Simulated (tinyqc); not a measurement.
Precursor delivery by bubblers, mass-transport growth and the solid composition of a III-V alloy: one step, computed by the program tinyqc. Command: `OMP_NUM_THREADS=1 python tinyqc.py 3014293 3014294 out.jsonl movpe_thermo walk`. One thread of a shared host (Intel(R) Xeon(R) Processor @ 2.30GHz), about 0.02 s of CPU time with the checks.

1 sccm = 44.615 micromol/min; 1 torr = 133.322 Pa. The sources decompose fully at the surface.

Problem. Solid composition. At high V/III the group-V pressures at the surface equal those supplied, as dimers: p_D2/p_C2 = x_v/(1 - x_v). Equilibrium of the solid AC(1-x)D(x), A standing for the mix of both group-III metals: ln[x/(1 - x)] + L0 (1 - 2x)/(R T) = -dG_x/(R T) + (1/2) ln[x_v/(1 - x_v)]. Growth rate = rate per torr x (p_1 + p_2). Sensitivity dx/dx_v = [1/(2 x_v (1 - x_v))]/[1/(x (1 - x)) - 2 L0/(R T)].

Inputs (values chosen for the exercise, modelled on trimethylgallium (source 1) and trimethylindium (source 2) for the vapour pressures):
```
quantity                                                value    unit
bath temperature T1                                       259       K
bath temperature T2                                       292       K
growth temperature T                                     1030       K
flow cross-section A                                       40    cm^2
interaction L0 of the solid                              14.5  kJ/mol
vapour fraction x_v of D among the group-V sources       0.65       -
exchange energy dG_x of AC + (1/2) D2 -> AD + (1/2) C2     22  kJ/mol
```

Alloy: mixing on the group-V sites.

growth rate per torr of group III = 261.3744 micrometre/(h torr)

p_1 = 0.001788357 torr

p_2 = 0.001546353 torr

Constants: R = 8.314462618 J/(mol K).

Give: solid fraction x; distribution coefficient x/x_v; dx/dx_v; growth rate.

Solution.

solid fraction x = 0.02015

distribution coefficient x/x_v = 0.03100

dx/dx_v = 0.04650

growth rate = 0.8716 micrometre/h

The solid is poorer in D than the vapour. The growth rate is set by group III alone. Caution: the boundary layer is a quarter or more of the root of the cross-section, so it fills much of the channel and depletion along the flow matters.
